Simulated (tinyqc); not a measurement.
Ballistic Schottky-barrier transistor with a one-dimensional channel, WKB contacts: two steps of the calculation.

Source Fermi level 0, drain Fermi level -Vd. Far from the contacts Ec = pn - psi, and the gate moves psi one to one; the band edges relax as exp(-x/lam) from pn at the source and pn - Vd at the drain; Ev = Ec - Eg. A carrier of energy w inside the channel band meets at a contact a barrier of height D (the contact edge beyond the channel edge): T = 1 for w >= D, else exp(-S), S = 4 lam sqrt(m/C) [sqrt(D - w) - sqrt(w) arctan sqrt((D - w)/w)], C = hbar^2/(2 m0). The two contacts combine as Ts Td/(Ts + Td - Ts Td).

Values chosen for this exercise; channel values close to those of a germanium nanowire: temperature T = 250 K; band gap Eg = 0.66 eV; barrier for electrons at both contacts pn = 0.49 eV; hole mass mp = 0.14 m0; valleys or subbands g = 2; screening length at the contacts lam = 2.2 nm; drain bias Vd = 0.3 V; band shift psi of the channel by the gate ps = -0.21 V; energy of one carrier inside the channel band w0 = 0.37 eV; upper end of the grid wm = 0.66 eV; points of the grid nE = 17.

Constants: q = 1.602176634e-19 C, kB = 1.380649e-23 J/K, hbar = 1.054571817e-34 J s, h = 6.62607015e-34 J s, m0 = 9.1093837015e-31 kg, Vt = kB T/q, hbar^2/(2 m0) = 0.0380998212 eV nm^2. Results are converted to the units shown.

Task 1. Transmission of one of the holes. S and T at both contacts for w = w0, and the tunnelling distance lam ln(D/w) at the higher barrier.

D for holes (eV): source 0.21000000, drain 0.51000000

Find: S at the source; S at the drain; combined T; tunnelling distance.

Result 1.

S at the source = 0
S at the drain = 0.6532
combined T = 0.5204
tunnelling distance = 0.7060 nm

Task 2. Current of the holes on a coarse grid. I = g (2 q^2/h) int T(w) [f(Es + w) - f(Ed + w)] dw, f(y) = 1/(1 + exp(y/Vt)). Electrons: Ds = psi, Dd = psi - Vd, Es = Ec, Ed = Ec + Vd. Holes: Ds = -psi, Dd = Vd - psi, Es = -Ev, Ed = -Ev - Vd. The size of each current is taken; both flow from drain to source and add. Simpson's rule on nE equally spaced w from 0 to wm.

Find: w; Ts; Td; T; size of the supply difference; current.

Result 2.

| point | w (eV) | Ts | Td | T | size of the supply difference |
|---|---|---|---|---|---|
| 0 | 0.00000 | 4.3932e-4 | 5.8635e-6 | 5.7863e-6 | 0.13509 |
| 1 | 0.04125 | 0.044110 | 7.8045e-4 | 7.6747e-4 | 0.51450 |
| 2 | 0.08250 | 0.18364 | 0.0044089 | 0.0043242 | 0.87790 |
| 3 | 0.12375 | 0.43774 | 0.014714 | 0.014441 | 0.97987 |
| 4 | 0.16500 | 0.75529 | 0.037228 | 0.036784 | 0.99669 |
| 5 | 0.20625 | 0.99383 | 0.078607 | 0.078569 | 0.99755 |
| 6 | 0.24750 | 1.0000 | 0.14542 | 0.14542 | 0.98646 |
| 7 | 0.28875 | 1.0000 | 0.24245 | 0.24245 | 0.91520 |
| 8 | 0.33000 | 1.0000 | 0.37066 | 0.37066 | 0.61400 |
| 9 | 0.37125 | 1.0000 | 0.52536 | 0.52536 | 0.18991 |
| 10 | 0.41250 | 1.0000 | 0.69451 | 0.69451 | 0.033397 |
| 11 | 0.45375 | 1.0000 | 0.85726 | 0.85726 | 0.0050663 |
| 12 | 0.49500 | 1.0000 | 0.97971 | 0.97971 | 7.4991e-4 |
| 13 | 0.53625 | 1.0000 | 1.0000 | 1.0000 | 1.1059e-4 |
| 14 | 0.57750 | 1.0000 | 1.0000 | 1.0000 | 1.6301e-5 |
| 15 | 0.61875 | 1.0000 | 1.0000 | 1.0000 | 2.4024e-6 |
| 16 | 0.66000 | 1.0000 | 1.0000 | 1.0000 | 3.5407e-7 |

current = 5.4271 uA

Range of the model: No scattering, image-force lowering, channel charge or band-to-band tunnelling; parabolic kappa overstates S deep in the gap.

Computed by the program tinyqc: `OMP_NUM_THREADS=1 python tinyqc.py 2390129 2390130 out.jsonl`, one thread of a shared Intel Xeon 2.30GHz, about 0.09 s for the whole run.
